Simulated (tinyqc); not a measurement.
Pair of shallow donors (hydrogen-like orbitals), step by step. Values are carried at full precision from step to step, so a last printed digit may differ when a step is redone from the rounded ones.

Each donor has the orbital exp(-r/a); energy unit Ha* = q/(eps a), q = e^2/(4 pi eps0), so that a lone donor is bound by Ha*/2; x = R/a. One electron: S = (1 + x + x^2/3) exp(-x), j = 1/x - (1 + 1/x) exp(-2x), k = (1 + x) exp(-x); levels E(+/-) = -1/2 - (j +/- k)/(1 +/- S) in Ha*, without the repulsion of the ions, split by D = |E(-) - E(+)|.

Constants: e^2/(4 pi eps0) = 14.39964547 eV angstrom; hbar = 6.58211957e-16 eV s.

Values chosen for the exercise (near those of two donors in GaN; the results hold for these values, not for the real material): a = 22 angstrom (orbital radius); eps = 9.3 (dielectric constant); R = 77 angstrom (separation); dV = 0.42 D (detuning between the donors, in units of D).

## Distance and integrals

Give Ha*, R, x, S, j, k.

Ha* = 70.379 meV
R = 77.00 angstrom
x = 3.5000

S, j, k: 0.25919  0.28454  0.13589

## One electron on two donors

Give both levels, the splitting D = |E(-) - E(+)| and the tunnelling frequency D/(2 pi hbar).

E(+), E(-) (meV): -58.689  -49.312

D = 9.376 meV
frequency = 2267 GHz

The second ion deepens the mean level by 18.81 meV, against Ha*/x = 20.11 meV for a point charge.

## Detuning by a gate

Two-level picture for one electron: with detuning u = dV D the splitting is sqrt(D^2 + u^2) and the lower state has weight (1 + u/sqrt(D^2 + u^2))/2 on the lower donor; the field needed is u/(e R), 1 meV/angstrom = 100 kV/cm.

splitting = 10.17 meV
weight = 0.694
field = 5.11 kV/cm

## Two electrons and exchange

Two electrons, Heitler-London: with S' = (1 - x + x^2/3) exp(x), C = 1/x - exp(-2x)(1/x + 11/8 + 3x/4 + x^2/6), X = (1/5){exp(-2x)(25/8 - 23x/4 - 3x^2 - x^3/3) + (6/x)[S^2 (0.5772157 + ln x) + S'^2 Ei(-4x) - 2 S S' Ei(-2x)]}, Q = C - 2j + 1/x and A = X - 2 S k + S^2/x, the singlet and triplet lie at (Q +/- w A)/(1 +/- w S^2) from two lone donors, with the valley weight w = 1 (one valley); the exchange is J = triplet - singlet.

Give C, X, Q, A and J.

C, X, Q, A (Ha*): 0.2799  0.03077  -0.003425  -0.02048

J = 2.86e+03 micro-eV

A swap of the two spins takes pi hbar/J = 0.000722 ns (hbar = 6.58212e-16 eV s). Against the one-electron splitting D = 9.38 meV, J/D = 0.31: exchange needs both electrons to tunnel and falls as exp(-2x), D as exp(-x).

## Checks

- Heitler-London binding at x = 1.6425 against the known 0.1160 hartree: both 0.1160.
- Overlap S by quadrature in spheroidal coordinates against the formula: both 0.25919.

Run: tinyqc, `OMP_NUM_THREADS=1 python tinyqc.py 1250175 1250176 out.jsonl`; Intel(R) Xeon(R) Processor @ 2.30GHz, one thread, shared host; about 0.01 s of CPU time with all checks.
